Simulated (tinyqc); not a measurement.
Minority-electron transport through the base of a bipolar transistor (Moll-Ross and Kroemer integrals): one step, computed by the program tinyqc.

Low injection, one dimension, x from the emitter edge (0) to the collector edge (W), s = x/W. Recombination is treated as a small correction (valid for tau_B well below tau_n), computed from the stored charge.

Task: Gain and speed. Emitter-limited gain beta_E = G_E/G_B; recombination-limited gain beta_R = tau_n/tau_B; 1/beta = 1/beta_E + 1/beta_R; f_T from the base alone = 1/(2 pi tau_B).

Inputs (values chosen for the exercise, modelled on GaAs): electron lifetime tau_n = 8 ns; emitter Gummel number G_E = 1.5e+13 s/cm^4; temperature T = 300 K.

Base doping profile: uniform. Gap grading: none. Exit of the base: infinite sink.

base Gummel number G_B = 2.249468e+12 s/cm^4

base transit time tau_B = 15.82959 ps

Give: beta_E; beta_R; current gain beta; f_T from the base alone.

Result:

beta_E = 6.6682

beta_R = 505.38

current gain beta = 6.5814

f_T from the base alone = 10.054 GHz

The gain is limited mainly by hole injection into the emitter (99 % of the base current).
